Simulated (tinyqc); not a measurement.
Worked calculation: Peierls distortion of a half-filled chain. Values are carried at full precision from step to step, so a last printed digit may differ when a step is redone from the rounded ones.

Atoms move by +/- u, so bonds change by -/+ 2u and hoppings are t +/- 2 al u. Bands E = -/+ sqrt((2 t cos x)^2 + D^2 sin^2 x) with D = 4 al u, x = k a in (0, pi/2); the gap is 2D. Energy per atom at zero temperature: E(u) = -mean_x sqrt(...) + 2 K u^2; exactly, the mean is (4t/pi) E(1 - z^2), z = D/2t, E the complete elliptic integral of the second kind with parameter m. Coupling lambda = 2 al^2/(pi t K).

Constants: kB = 8.617333262e-05 eV/K.

Parameters, chosen for this exercise:
```
symbol  value  unit           meaning
t       2.17   eV             hopping of the even chain
al      3.6    eV/angstrom    change of hopping with bond length
K       11.8   eV/angstrom^2  spring constant of a bond
u       0.069  angstrom       trial shift of alternate atoms
N       3                     k points
```

## Energy at a trial distortion

Use the mesh x_j = (j + 1/2) pi/(2N), j = 0 .. N-1, and also the elliptic integral.

D = 0.9936 eV

|E| on the mesh (eV): 4.2000  3.1482  1.4774

band energy on the mesh = -2.9419 eV
elastic energy = 0.1124 eV
total, exact = -2.8241 eV
exact E(u) - E(0) = -0.0612 eV

This distortion lowers the energy; the mesh errs by -5.43 meV.

## The equilibrium distortion

dE/du = 0 gives 1 = (4 al^2/K) mean(sin^2 x/|E|); solve with the exact mean, and compare with the weak-coupling form D = 8 t exp(-1 - 1/(2 lambda)).

lambda = 0.3222
u0 = 0.1053 angstrom
gap 2D = 3.032 eV
gap, weak coupling = 2.706 eV
E(u0) - E(0) per atom = -76.37 meV

Long and short bonds differ by 4 u0 = 0.4212 angstrom. The weak-coupling gap is 0.892 of the full one. The gain is far smaller than the gap, since only states near the zone edge move.

## Length and phonon scales

Coherence length xi/a = 2t/D with D half the gap; mean-field transition kB Tp = D/1.764 (weak coupling); for the optical mode at the zone edge (omega_R/omega_0)^2 = 2 lambda at weak coupling.

xi/a = 2.86
Tp = 9.97e+03 K
omega_R/omega_0 = 0.803

Tp is a mean-field scale: in a single chain fluctuations forbid the transition, and coupling between chains sets the real one, far lower.

## Checks

- Total energy at u0 on 4000 points against the elliptic integral (eV): both -2.83930.

Program tinyqc; command `OMP_NUM_THREADS=1 python tinyqc.py 1650531 1650532 out.jsonl`; about 0.07 s on one thread of a shared Intel(R) Xeon(R) Processor @ 2.30GHz.
